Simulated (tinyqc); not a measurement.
Schottky emission and Poole-Frenkel conduction in an insulator, and how to tell them apart: activation energy against field.

Schottky emission (electrode-limited): J = As T^2 exp[-(pb - b sqrt(F))/Vt], b = sqrt(q/(4 pi eps0 ei)). Poole-Frenkel emission (bulk-limited): J = s0 F exp[-(pt - 2 b sqrt(F))/Vt]. F in V/cm.

The activation energy is -d ln J/d(q/kB T) at fixed F.

Parameters, values chosen for the exercise; dielectric values close to those of silicon nitride:
```
symbol,value,unit,meaning
T,300,K,temperature
ei,3.92,,high-frequency relative permittivity
pt,0.86,eV,trap depth
s0,0.051,S/cm,Poole-Frenkel prefactor
pb,1.14,eV,electrode barrier
As,18,A/(cm^2 K^2),Richardson constant
```

Constants: q = 1.602176634e-19 C, kB = 1.380649e-23 J/K, Vt = kB T/q, eps0 = 8.8541878128e-14 F/cm where lengths are in cm. Results are converted to the units shown.

Results:
```
F (MV/cm)  sqrt(F) ((V/cm)^0.5)  J, Schottky (A/cm^2)  its Ea (eV)  J, Poole-Frenkel (A/cm^2)  its Ea (eV)
0.2                       447.2             3.150e-12        1.106                   2.761e-8       0.6886
0.58                      761.6             3.239e-11        1.046                   8.469e-6       0.5681
0.95                      974.7             1.572e-10        1.005                   3.269e-4       0.4864
1.33                       1153             5.910e-10       0.9707                   0.006463       0.4179
2.08                       1442              5.035e-9       0.9153                     0.7336       0.3072
2.46                       1568              1.283e-8       0.8911                      5.638       0.2588
2.83                       1682              2.984e-8       0.8693                      35.07       0.2152
```

Estimate the missing row, F = 1.7 MV/cm.

Computed row:
```
F (MV/cm)  sqrt(F) ((V/cm)^0.5)  J, Schottky (A/cm^2)  its Ea (eV)  J, Poole-Frenkel (A/cm^2)  its Ea (eV)
1.7                        1304              1.805e-9       0.9418                    0.07705       0.3602
```

With this row back in the table: Both activation energies fall linearly in sqrt(F), the Poole-Frenkel one twice as fast (0.689 to 0.215 eV against 1.11 to 0.869 eV). They extrapolate to pt = 0.86 eV and to pb + 2 kB T = 1.19 eV, the 2 kB T coming from the T^2. The Schottky current is the smaller one in every row. For F = 1.7, 2.08, 2.46, 2.83 a Fowler-Nordheim estimate for tunnelling through pb with a mass of 0.4 m0 exceeds the Schottky current, so tunnelling, left out here, would compete.

Computed by the program tinyqc: `OMP_NUM_THREADS=1 python tinyqc.py 2370013 2370014 out.jsonl`, one thread of a shared Intel Xeon 2.30GHz, about 0.01 s for the whole run.
